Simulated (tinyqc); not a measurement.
Worked calculation: extended Hueckel theory, for H3+. The parameters take no account of the charge, which enters only through the electron count. One step of it, computed by the program tinyqc.

Task: Orbitals. Solve H C = S C e through S^(-1/2); fill by pairs from the bottom, a degenerate level sharing its electrons equally; each orbital has its largest coefficient positive (the first on a tie).

H (eV), order 1H 1s, 2H 1s, 3H 1s:
$$\begin{pmatrix}
-13.600000 & -11.630314 & -11.619721 \\
-11.630314 & -13.600000 & -11.626979 \\
-11.619721 & -11.626979 & -13.600000
\end{pmatrix}$$

overlap S, order 1H 1s, 2H 1s, 3H 1s:
$$\begin{pmatrix}
1.000000 & 0.488669 & 0.488224 \\
0.488669 & 1.000000 & 0.488529 \\
0.488224 & 0.488529 & 1.000000
\end{pmatrix}$$

valence electrons = 2

Give: orbital energies; occupations; coefficients; sum of one-electron energies.

Result:

orbital energies (eV): [-18.6405, -3.8699, -3.8494]

occupations: [2.0000, 0.0000, 0.0000]

coefficients, order 1H 1s, 2H 1s, 3H 1s:
$$\begin{pmatrix}
0.4106 & -0.8874 & -0.7182 \\
0.4107 & -0.1778 & 1.1279 \\
0.4106 & 1.0653 & -0.4100
\end{pmatrix}$$

sum of one-electron energies = -37.2811 eV
